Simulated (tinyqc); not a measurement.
# Film thickness from the threshold shift

Inverse problem. Undoped body with a flat potential across it, hard walls, transport along x. One isotropic valley (g = 1, mx = my = mz = me). Non-parabolicity enters the subband edges through E (1 + al E) = gamma, so E = 2 gamma/(1 + sqrt(1 + 4 al gamma)); motion within a subband is taken as parabolic with the band-edge mass. Energies are counted from the bulk band edge. gamma = C (pi k/(t + dl))^2/mz, C = hbar^2/(2 m0). Each subband has N_k = g sqrt(mx my) m0 kB T/(pi hbar^2); without degeneracy n = exp(EF/Vt) sum N_k exp(-E_k/Vt). Classical value Nc times t, Nc = sum over valleys of 2 g (m m0 kB T/(2 pi hbar^2))^1.5 with m = (mx my mz)^(1/3). Threshold shift dVT = Vt ln(classical value/sum N_k exp(-E_k/Vt)). Find t and the lowest subband edge.

Parameters, values chosen for the exercise; masses close to those of GaAs:
```
symbol   value  unit                                                meaning
T          300     K                                            temperature
me      0.0678    m0                                  mass at the band edge
al        0.65  1/eV                                       non-parabolicity
dl         0.2    nm  widening of the box by penetration into the insulator
```

Constants: q = 1.602176634e-19 C, kB = 1.380649e-23 J/K, hbar = 1.054571817e-34 J s, m0 = 9.1093837015e-31 kg, Vt = kB T/q, hbar^2/(2 m0) = 0.0380998212 eV nm^2. Results are converted to the units shown.

dVT = 23.807053 mV

Answer. dVT is evaluated for trial values of t with all subbands; between 1.5 and 25 nm one value matches.

t = 13.1 nm
E_1 = 30.7 meV

Program tinyqc, `OMP_NUM_THREADS=1 python tinyqc.py 2350080 2350081 out.jsonl`; Intel Xeon 2.30GHz, shared host, one thread, about 0.03 s.
